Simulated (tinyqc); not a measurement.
# Read current of a NAND string, cells in series solved by shooting: effects of single changes

Cells in series, numbered from 0 at the source line (0 V) to the bit line, each followed by a gap resistance Rg. A cell with gate Vg, threshold VT, source Vs and drain Vd passes I = 2 nf K Vt^2 [F(Vs) - F(Vd)]/(1 + th max(Vg - VT, 0)), F(V) = ln^2(1 + exp((Vg - VT - nf V)/(2 nf Vt))). The selected cell has Vg = Vr, the others Vg = Vp.

Parameters, values chosen for the exercise; values of the order met in vertical NAND strings:
```
symbol,value,unit,meaning
T,358,K,temperature
K,15,uA/V^2,gain factor of a cell
nf,2,,slope factor
th,0.14,1/V,mobility reduction factor
Rg,8.9,kohm,resistance of the gap between cells
Vbl,0.7,V,bit-line voltage
Vp,7,V,pass voltage
Ve,-1.7,V,threshold of an erased cell
Vh,3.8,V,threshold of the highest state
Vx,1.1,V,threshold of the selected cell
Is,20,nA,sensing current
Vr,3.03,V,read voltage on the selected word line
```

Constants: q = 1.602176634e-19 C, kB = 1.380649e-23 J/K, Vt = kB T/q. Results are converted to the units shown.

Each table varies one quantity; the others keep the values above.

## Read current against the number of cells

For a trial current I start at 0 V and, cell by cell, solve for the drain: sqrt(F(Vd)) = sqrt(F(Vs) - I/k), k = 2 nf K Vt^2/(1 + th max(Vg - VT, 0)), Vd = [Vg - VT - 2 nf Vt ln(exp(sqrt F) - 1)]/nf, then add I Rg. The string current is the I for which the last node reaches Vbl. The apparent threshold is the Vr at which I = Is. Background: all other cells erased (VT = Ve) or all in the highest state (VT = Vh); ratio and shift are high over erased and high minus erased. The selected cell is in the middle, cell n/2.

Results:
```
n	I, others erased (uA)	I, others high (uA)	ratio	apparent VT, erased (V)	apparent VT, high (V)	background shift (mV)
8	2.588	1.709	0.6605	1.078	1.080	2.111
16	1.433	0.8858	0.6182	1.082	1.086	4.230
32	0.7557	0.4507	0.5965	1.090	1.099	8.494
64	0.3883	0.2273	0.5854	1.107	1.124	17.32
96	0.2613	0.1520	0.5817	1.124	1.150	26.18
192	0.1318	0.07621	0.5781	1.174	1.228	53.64
```

Estimate the missing row, n = 128.

Computed row:
```
n	I, others erased (uA)	I, others high (uA)	ratio	apparent VT, erased (V)	apparent VT, high (V)	background shift (mV)
128	0.1968	0.1142	0.5799	1.141	1.176	35.19
```

With this row back in the table: With erased neighbours the current falls from 2.59 to 0.132 uA, as n^(-0.85) between the first two rows and n^(-0.99) between the last two (-1 once the series resistance rules). The ratio falls from 0.660 to 0.578 and the background shift rises from 2.11 to 53.6 mV.

## Effect of the pass voltage

Same model as above.

The string has 128 cells and the selected one is cell 64.

Results:
```
Vp (V)	I, others erased (uA)	I, others high (uA)	ratio	apparent VT, erased (V)	apparent VT, high (V)	background shift (mV)
4.9	0.1763	0.02847	0.1615	1.147	1.301	153.8
5.4	0.1819	0.05392	0.2963	1.145	1.235	90.30
5.9	0.1871	0.07680	0.4106	1.143	1.206	62.71
6.4	0.1918	0.09556	0.4983	1.142	1.189	46.92
6.9	0.1960	0.1113	0.5678	1.141	1.178	36.79
7.9	0.2036	0.1363	0.6693	1.139	1.163	24.71
```

Estimate the missing row, Vp = 7.4 V.

Computed row:
```
Vp (V)	I, others erased (uA)	I, others high (uA)	ratio	apparent VT, erased (V)	apparent VT, high (V)	background shift (mV)
7.4	0.2000	0.1247	0.6237	1.140	1.169	29.79
```

With this row back in the table: As Vp goes from 4.9 to 7.9 V, the current with erased neighbours rises from 0.176 to 0.204 uA, that with high neighbours rises from 0.0285 to 0.136 uA and the ratio rises from 0.161 to 0.669. The background shift falls from 154 to 24.7 mV. A higher pass voltage also disturbs erased cells more, which this model leaves out.

tinyqc, about 1 s, one thread, Intel Xeon 2.30GHz (shared host): `OMP_NUM_THREADS=1 python tinyqc.py 2142143 2142144 out.jsonl`
